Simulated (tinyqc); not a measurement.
Effective mass of the conduction band from tabulated energies: one step. Which mass for which use. Three cases, with inputs chosen for the exercise.

Problem. From the fitted m and alpha: momentum mass at energy E, m (1 + 2 alpha E); curvature mass m (1 + 2 alpha E)^3; thermal factors to first order in alpha kT: density of states Nc (1 + 15 alpha kT/4), conductivity mass m (1 + 5 alpha kT). Take E = 3 kT/2.

Constants: kB = 8.617333262e-05 eV/K.

Case 1.

Values chosen (out of a larger set: band of an eight-band Kane model near GaSb; not measured data): T = 300 K (temperature).

m = 0.0399696 m0
alpha = 1.04494 1/eV

Case 2.

Values chosen (out of a larger set: band of an eight-band Kane model near GaSb; not measured data): T = 300 K (temperature).

m = 0.0388378 m0
alpha = 1.43738 1/eV

Case 3.

Values chosen (out of a larger set: band of an eight-band Kane model near GaAs; not measured data): T = 77 K (temperature).

m = 0.0644551 m0
alpha = 0.86397 1/eV

Give: alpha kT; momentum mass; curvature mass; factor on Nc; thermal conductivity mass.

Solution.

Case 1.

alpha kT = 0.0270
momentum mass = 0.04321 m0
curvature mass = 0.05050 m0
factor on Nc = 1.1013
thermal conductivity mass = 0.04537 m0

Case 2.

alpha kT = 0.0372
momentum mass = 0.04317 m0
curvature mass = 0.05333 m0
factor on Nc = 1.1393
thermal conductivity mass = 0.04605 m0

Case 3.

alpha kT = 0.0057
momentum mass = 0.06556 m0
curvature mass = 0.06784 m0
factor on Nc = 1.0215
thermal conductivity mass = 0.06630 m0

alpha kT is small, so first order serves.

Computed by tinyqc, one run a case: `OMP_NUM_THREADS=1 python tinyqc.py N N+1 out.jsonl` with N = 1850843, 1851040, 1851260; one thread of a shared Intel(R) Xeon(R) Processor @ 2.30GHz, about 0.01 s a run at most.
